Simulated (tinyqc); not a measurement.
Electromigration in a confined line: Blech product, Korhonen stress evolution and Black's law: one step, computed by the program tinyqc.

The electron wind pushes atoms from the cathode (x = 0) to the anode (x = L); blocking ends build a back stress (tension positive). The input rho is taken not to change with temperature. d sigma/dt = d/dx [kappa (d sigma/dx + G)], with zero flux at both ends and sigma = sigma_0 at t = 0.

Question. Time to nucleate a void. sigma(x, t) = sigma_0 + G L [1/2 - x/L - 4 sum_(m odd) cos(m pi x/L) exp(-m^2 pi^2 s)/(m pi)^2], s = t/tau, summed to m = 399. Solve sigma(0, t) = sigma_c for s; the semi-infinite estimate is t = (pi/kappa) ((sigma_c - sigma_0)/(2 G))^2.

Inputs (values chosen for the exercise, close to those used for copper lines): critical stress sigma_c = 99 MPa; initial stress sigma_0 = 12 MPa; line length L = 280 um; test temperature T = 220 C.

Start: thermal stress.

stress gradient G = 7.104703 MPa/um

tau = 7309.042 h

kappa = 2.979567e-15 m^2/s

Give: nucleation time; semi-infinite estimate.

Answer.

nucleation time = 10.979 h

semi-infinite estimate = 10.979 h

The two agree: the void nucleates before the far end is felt, so the time scales as 1/j^2 and not with L.
